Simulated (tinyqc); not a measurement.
# Worked calculation: resistive crossbar, vector-matrix product with wire resistance

Program tinyqc, `OMP_NUM_THREADS=1 python tinyqc.py 2880026 2880027 out.jsonl`; Intel Xeon 2.30GHz, shared host, one thread, about 0.02 s. Printed values are rounded.

2 rows and 2 columns. Cell (i, j) joins row node wij to column node bij. Each row is driven at its left end through one wire segment rw; neighbouring nodes along a row or a column are joined by rw; each column ends below the last row in one more rw and a virtual ground, where its current is read. Ideal output: I_j = sum_i V_i G_ij.

Inputs (values chosen for the exercise):
- rw = 10 ohm (wire resistance between neighbouring cells)
- V = [0.16, 0.19] V (input voltages of the rows)

## The nodal equations

cell conductances G (uS):
```
       column 1  column 2
row 1        12        95
row 2        77        40
```

Kirchhoff current law at every node, A x = b: A holds the sum of the conductances at a node on the diagonal and minus the conductance between two nodes off it (wire conductance 1/rw); b = V_i/rw at the first node of row i.

A (uS):
```
           w11        w12        w21        w22        b11        b12        b21        b22
w11  2.00012e5       -1e5          0          0        -12          0          0          0
w12       -1e5  1.00095e5          0          0          0        -95          0          0
w21          0          0  2.00077e5       -1e5          0          0        -77          0
w22          0          0       -1e5  1.00040e5          0          0          0        -40
b11        -12          0          0          0  1.00012e5          0       -1e5          0
b12          0        -95          0          0          0  1.00095e5          0       -1e5
b21          0          0        -77          0       -1e5          0  2.00077e5          0
b22          0          0          0        -40          0       -1e5          0  2.00040e5
```

b (uA): w11 16000, w12 0, w21 19000, w22 0, b11 0, b12 0, b21 0, b22 0

## Node voltages and column currents

Solve A x = b; I_j = b2j/rw.

row nodes (mV): w11 159.830, w12 159.678, w21 189.778, w22 189.702
column nodes (mV): b11 0.184317, b12 0.378460, b21 0.165159, b22 0.227125
column currents (uA): column 1 16.5159, column 2 22.7125

## Error against the ideal product

Ideal I_j = sum_i V_i G_ij; error = I/ideal - 1.

ideal currents (uA): column 1 16.55, column 2 22.8
error (%): column 1 -0.2058, column 2 -0.3838

The largest error is in column 2. All currents fall short, since the wires take part of the voltage.
